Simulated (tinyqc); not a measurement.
Worked calculation: valley splitting in a one-orbital chain of atomic planes (second-neighbour model). Values are carried at full precision from step to step, so a last printed digit may differ when a step is redone from the rounded ones.

Each (001) plane carries one orbital with energy e0, hopping v to the next plane and u to the second: E(phi) = e0 + 2 v cos(phi) + 2 u cos(2 phi), where phi = pi - k a/4 (the sign of every second orbital is chosen so that v > 0, which shifts the phase by pi). The minimum lies at cos(phi0) = -v/(4u), phi0 = pi - (pi/2) k0 for a valley at k0 (2 pi/a), and e0 puts it at zero. A slab of N planes has hard walls: the matrix simply ends.

Constants: hbar^2/2m0 = 3.80998211 eV angstrom^2.

Values chosen for the exercise (near those of the Delta valleys of silicon; abrupt walls in this chain split the valleys several times more than measured wells; the results hold for these values, not for the real material): a = 5.438 angstrom (lattice constant; planes lie a/4 apart); k0 = 0.857 2 pi/a (position of the valley); ml = 0.89 m0 (longitudinal mass); N = 8 (planes in the small slab).

## Hoppings from the valley position and mass

The curvature at the minimum is d2E/dphi2 = 8 u sin^2(phi0) = (2c/ml)/(a/4)^2 with c = hbar^2/2m0; v = -4 u cos(phi0); e0 = 2u + v^2/(4u).

phi0 = 1.79542 rad
u = 0.60928 eV
v = 0.54284 eV
e0 = 1.33946 eV

## The bulk band

E at phi = j pi/10.

Band:
```
phi/pi  E (eV)
0.0     3.6437
0.1     3.3578
0.2     2.5944
0.3     1.6011
0.4     0.6891
0.5     0.1209
0.6     0.0181
0.7     0.3248
0.8     0.8377
0.9     1.2928
1.0     1.4723
```

## Hamiltonian of the slab

e0 on the diagonal, v and u on the first and second off-diagonals.

H (eV):
```
        1       2       3       4       5       6       7       8
1  1.3395  0.5428  0.6093       0       0       0       0       0
2  0.5428  1.3395  0.5428  0.6093       0       0       0       0
3  0.6093  0.5428  1.3395  0.5428  0.6093       0       0       0
4       0  0.6093  0.5428  1.3395  0.5428  0.6093       0       0
5       0       0  0.6093  0.5428  1.3395  0.5428  0.6093       0
6       0       0       0  0.6093  0.5428  1.3395  0.5428  0.6093
7       0       0       0       0  0.6093  0.5428  1.3395  0.5428
8       0       0       0       0       0  0.6093  0.5428  1.3395
```

## Levels and the valley doublet

Diagonalise H. The two lowest levels are the doublet made from the valleys at +k0 and -k0; give their splitting, the weights of the lowest state, and its parity under reversal of the planes.

levels (eV): 0.1921  0.2528  0.7309  0.8179  1.3025  1.5569  2.5288  3.3338

splitting = 60.71 meV

weights on the planes: 0.101  0.014  0.242  0.143  0.143  0.242  0.014  0.101

parity of the lowest state: even

The mean of the doublet lies 0.2225 eV above the bulk minimum, and level 3 lies 0.5084 eV above that mean; the weights oscillate from plane to plane because the two valleys interfere.

## Checks

- Mean of the doublet for 400 planes against the effective-mass level with W = 402 a/4 (meV): both 0.1415.

Program tinyqc; command `OMP_NUM_THREADS=1 python tinyqc.py 1482671 1482672 out.jsonl`; about 0.01 s on one thread of a shared Intel(R) Xeon(R) Processor @ 2.30GHz.
